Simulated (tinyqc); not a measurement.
From total D back to E_f of the neutral native donor D: self-consistent Fermi level with native defects, at growth and after a quench. Computed by tinyqc, a small Python program. Command: `OMP_NUM_THREADS=1 python tinyqc.py 3022384 3022385 out.jsonl scfermi inv`. One thread of a shared host (Intel(R) Xeon(R) Processor @ 2.30GHz), about 0.1 s of CPU time with the checks.

Energies are counted from the top of the valence band (VBM); when the gap shrinks with temperature the conduction band moves and the levels stay. The added dopant is taken as fully ionised. D and A draw on one reservoir with opposite signs, as the two vacancies of a compound do.

Inputs (values chosen for the exercise, for a model semiconductor): gap E_g at 300 K = 2.82 eV; slope -dE_g/dT above 300 K = 0.00064 eV/K; electron mass m_e = 0.106 m_0; valleys M_c = 1; hole mass m_h = 0.67 m_0; E_f of the neutral native acceptor A = 3.386 eV; shift s of the chemical potential = 0.16 eV; site density N_s = 3.3e+22 cm^-3; dopant density N_X = 6.5e+19 cm^-3; growth temperature T_g = 1320 K.

Added shallow dopant: acceptor.

levels of D above the VBM, most positive state first (eV): [1.18, 1.61]

levels of A above the VBM, (0/-1) first (eV): [0.174, 1.24]

Constants: m_0 = 9.1093837015e-31 kg; k_B = 1.380649e-23 J/K; h = 6.62607015e-34 J s; k_B = 8.617333262e-05 eV/K.

Method:
- E_f(D, 0) = input + s and E_f(A, 0) = input - s; E_f(q, E_F = 0) follows from the levels, eps(q/q-1) = E_f(q - 1) - E_f(q) at E_F = 0.
- E_g(T) = E_g - slope x max(0, T - 300 K).
- N_c = 2 M_c (2 pi m_e k_B T/h^2)^(3/2) and N_v = 2 (2 pi m_h k_B T/h^2)^(3/2), masses in units of m_0.
- At growth T = T_g.
- n = N_c F_1/2((E_F - E_g)/k_B T), p = N_v F_1/2(-E_F/k_B T).
- F_1/2(eta) = (2/sqrt(pi)) int_0^infinity sqrt(x)/(1 + exp(x - eta)) dx, by the trapezoid rule in t = sqrt(x) with step 0.02 up to t = 12 (for eta < -12 by exp(eta) - exp(2 eta)/2^(3/2)).
- In equilibrium c_q = N_s exp(-(E_f(q, 0) + q E_F)/k_B T).
- Net charge = p - n + sum q c_q - N_X; the log ratio is ln(positive charge/negative charge).
- E_F is the root of the log ratio, by 50 bisections between -0.5 eV and E_g + 0.5 eV.

Question. A run gave the result below. Find the E_f of the neutral native donor D, known to lie between 0.69 and 1.5 eV.

total D = 5.746495e+19 cm^-3

Answer.

Each step takes the trial c = (a f_b - b f_a)/(f_b - f_a), f being the result less the target and a, b, c the logarithms of the listed values; c replaces end b, the old b replaces a if the sign of f changed, and otherwise f_a is halved.

Scan of the range:
```
E_f of the neutral native donor D (eV)  total D (cm^-3)
0.690                                       7.98390e+19
0.785                                       6.59642e+19
0.894                                       5.59937e+19
1.020                                       4.78588e+19
1.160                                       4.16347e+19
1.320                                       3.73048e+19
1.500                                       3.47431e+19
```

False position (Illinois rule, in the logarithm of the input) inside the bracket:
```
step     end a     end b     trial  total D (cm^-3)
1     0.785000  0.894000  0.877011      5.73197e+19
2     0.785000  0.877011  0.873804      5.75775e+19
3     0.877011  0.873804  0.875202      5.74648e+19
4     0.873804  0.875202  0.875200      5.74649e+19
5     0.873804  0.875200  0.875200      5.74650e+19
6     0.875200  0.875200  0.875200      5.74650e+19
```

Total D falls at every point of a 13-point scan of the range (every second point is shown), so one value fits; it is bracketed by 0.785 and 0.894. Answer: E_f of the neutral native donor D = 0.8752 eV.

Caution: above about 2e19 cm^-3 defects interact, pair and form bands, which the dilute model leaves out.
